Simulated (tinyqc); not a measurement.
What moves the results: round or elliptic silicon nanowire with anisotropic valleys (Ritz method). A value that a table varies takes the place of the one given here.

Wire along x = [110] on a (001) wafer, y = [-110], z = [001]. Valley groups (w = inverse masses): A, two valleys along z: w_y = 1/mt, w_z = 1/ml, m_x = mt; B, four valleys in the wafer plane: w_y = (1/ml + 1/mt)/2, w_z = 1/mt, m_x = (ml + mt)/2.

Hard wall on the ellipse (y/a)^2 + (z/b)^2 = 1, c = hbar^2/2m0. With u = y/a, v = z/b the operator is -c [(w_y/a^2) d2/du2 + (w_z/b^2) d2/dv2] on the unit disc. Basis (1 - u^2 - v^2) u^i v^j; S, X and Y are the disc integrals of f f', (df/du)(df'/du) and (df/dv)(df'/dv), from the integral of u^p v^q = 2 Gamma((p+1)/2) Gamma((q+1)/2)/((p + q + 2) Gamma((p+q+2)/2)) for even p, q; H = c (w_y X/a^2 + w_z Y/b^2).

Converged values use 21 functions of each parity class (e or o in u, then in v).

Constants: hbar^2/2m0 = 3.80998211 eV angstrom^2.

Parameters, chosen for this exercise (near those of a Si nanowire; shifted at random, so the results belong to these values and not to a real crystal): ml = 0.925 m0 (longitudinal mass); mt = 0.189 m0 (transverse mass); a = 31 angstrom (semi-axis along y); b = 20 angstrom (semi-axis along z); asp = (0.4, 0.6, 0.8, 1, 1.3, 1.8, 2.5) (ratios a/b); area = 19.5 nm^2 (cross-section, kept fixed); hw = 1.5 (height over mean width).

## Size of the basis

Lowest level of each group with 1, 3, 6 and 21 even functions.

Levels (meV):
```
functions      A       B
1          93.82  189.08
3          90.14  179.98
6          90.12  179.85
21         90.12  179.85
```

One function errs by 4.1 % for A and 5.1 % for B, six by 4.2e-05 and 0.00058 meV. The error grows with the axis ratio of the stretched ellipse (1.43, 2.00); for a circle it is 6/5.783 - 1 = 3.7 %.

## Flattening the wire at fixed area

a = sqrt(area x ratio/pi), b = a/ratio, 1 nm^2 = 100 angstrom^2; lowest level of each group.

Levels (eV):
```
a/b  a (angstrom)  b (angstrom)       A       B
0.4          15.8          39.4  0.2258  0.1768
0.6          19.3          32.2  0.1605  0.1503
0.8          22.3          27.9  0.1290  0.1458
1.0          24.9          24.9  0.1111  0.1502
1.3          28.4          21.9  0.0964  0.1644
1.8          33.4          18.6  0.0866  0.1966
2.5          39.4          15.8  0.0855  0.2480
```

Each group is lowest where its stretched ellipse is a circle, at a/b = sqrt(w_y/w_z): 2.21 for A and 0.78 for B. The lowest group is B in the first row and A in the last, crossing between a/b = 0.6 and 0.8; B - A is -49 meV in the first row and +162 meV in the last.

## Shape of the cross-section

Equal area, hard walls, lowest level of -c (w_y d2/dy2 + w_z d2/dz2), c = hbar^2/2m0. Rectangle W x H with H/W = hw; ellipse with b/a = hw; trapezoid of height H, base W/0.8 and top 0.6 of the base; isosceles triangle of height H and base 2W. Ellipse, trapezoid and triangle by converged Ritz bases; 1 nm^2 = 100 angstrom^2.

Levels:
```
shape      A (eV)  B (eV)  B - A (meV)
rectangle  0.1669  0.1602         -6.8
ellipse    0.1478  0.1473         -0.4
trapezoid  0.1567  0.1626          6.0
triangle   0.1180  0.1906         72.6
```

W = 36.1 angstrom
H = 54.1 angstrom

For group A the order is triangle, ellipse, trapezoid, rectangle, spanning 41 %. For group B the order is ellipse, rectangle, trapezoid, triangle, spanning 29 %. The ellipse lies below the rectangle for both groups, since corners hold little of the wave function. The triangle is lowest for A, whose light mass lies across the width and gains from the wide base. The spacing B - A of the valley groups runs from -7 to 73 meV.

## What each parameter does

Lowest level of groups A and B. Each row changes one parameter from the base and keeps the others.

Results:
```
case             A (eV)  B (eV)  B - A (meV)
base             0.0901  0.1799         89.7
a = 34 angstrom  0.0800  0.1731         93.1
b = 23 angstrom  0.0826  0.1455         62.9
ml = 1.036 m0    0.0868  0.1791         92.3
mt = 0.208 m0    0.0847  0.1640         79.4
```

The largest shifts from the base row, up to three for each result and ties (the steps differ in size, so this ranks the rows, not the parameters). A (eV): a -0.0101, b -0.0075, mt -0.0054. B (eV): b -0.0344, mt -0.0158, a -0.0067. B - A (meV): b -26.9, mt -10.4, a +3.3.

Computed by tinyqc, a small Python program: `OMP_NUM_THREADS=1 python tinyqc.py 1281283 1281284 out.jsonl` (the numbers bound the seed that draws the inputs); one thread of a shared host (Intel(R) Xeon(R) Processor @ 2.30GHz), about 0.05 s for the whole set of steps.
